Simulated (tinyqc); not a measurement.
Inside a calculation. Method: extended Hueckel theory, for H3+. The parameters take no account of the charge, which enters only through the electron count. One step of it, computed by the program tinyqc.

Problem. Wolfsberg-Helmholz matrix. H_ij = K' S_ij (H_ii + H_jj)/2 for i != j (the diagonal keeps H_ii), with K' = 1.75.

overlap S, order 1H 1s, 2H 1s, 3H 1s:
$$\begin{pmatrix}
1.000000 & 0.488669 & 0.488224 \\
0.488669 & 1.000000 & 0.488529 \\
0.488224 & 0.488529 & 1.000000
\end{pmatrix}$$

diagonal H_ii (eV): 1H 1s -13.600000, 2H 1s -13.600000, 3H 1s -13.600000

K = 1.750000

Give: H.

Solution.

H (eV), order 1H 1s, 2H 1s, 3H 1s:
$$\begin{pmatrix}
-13.6000 & -11.6303 & -11.6197 \\
-11.6303 & -13.6000 & -11.6270 \\
-11.6197 & -11.6270 & -13.6000
\end{pmatrix}$$
